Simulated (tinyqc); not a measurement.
What each parameter does: dielectric confinement in a thin film (image charges).

A film |z| < t/2 of dielectric constant eps between half-spaces of dielectric constant e2; lam = (eps - e2)/(eps + e2), q = e^2/(4 pi eps0). The self-energy of a band edge is taken with the high-frequency value, e2 = eh, and the field of a fixed ion with the static one, e2 = eo. A charge at z has images lam^|n| at n t + (-1)^n z. Its self-energy is S(z) = (q/2 eps) sum over n >= 1 of lam^n [1/(n t - 2z) + 1/(n t + 2z)] for odd n and 2 lam^n/(n t) for even n; at the centre S(0) = -(q/(eps t)) ln(1 - lam).

Donor at the centre, lam from the static eo, trial function cos(pi z/t) exp(-rho/l): E(l) = c/(m l^2) - (q/eps) times the integral over k of F(k t) (1 + (k l/2)^2)^(-3/2), with F(x) = F0 + 2 lam exp(-x) G/(1 - lam exp(-x)), F0 = 2[(1 - exp(-x/2))/x + x (1 + exp(-x/2))/(x^2 + 4 pi^2)], G = 2 sinh(x/2)[1/x - x/(x^2 + 4 pi^2)]; c = hbar^2/2m0. The binding energy is -E at the minimum, counted from the subband edge with its self-energy.

Constants: e^2/(4 pi eps0) = 14.39964547 eV angstrom; hbar^2/2m0 = 3.80998211 eV angstrom^2; Ry = 13.60569312 eV.

Inputs chosen for the exercise (near those of a Si (100) film, two-fold valleys, between layers of a low-k oxide; not measured data):
- t = 72 angstrom (film thickness)
- eps = 11.8 (dielectric constant of the film)
- eh = 2 (high-frequency dielectric constant outside)
- eo = 2.5 (static dielectric constant outside)
- m = 0.187 m0 (mass in the plane)

<S> is the mean over (2/t) cos^2(pi z/t).

Results for these values:
```
case  lam from eh  <S> (meV)  binding (meV)  l (angstrom)
base        0.710       23.7           65.1          31.5
```

What happens to each result for t = 82 angstrom, all else kept?

Answer: lam from eh does not change at the printed digits; <S> falls from 23.7 to 20.8; binding falls from 65.1 to 59.5; l rises from 31.5 to 33.2.

The same for each parameter in turn:
```
case             lam from eh  <S> (meV)  binding (meV)  l (angstrom)
base                   0.710       23.7           65.1          31.5
t = 82 angstrom        0.710       20.8           59.5          33.2
eps = 10.6             0.683       24.5           71.7          29.6
eo = 3.5               0.710       23.7           56.3          31.9
eh = 2.6               0.639       19.7           65.1          31.5
m = 0.224 m0           0.710       23.7           68.9          28.3
```

Program tinyqc; command `OMP_NUM_THREADS=1 python tinyqc.py 1281555 1281556 out.jsonl`; about 0.08 s on one thread of a shared Intel(R) Xeon(R) Processor @ 2.30GHz.
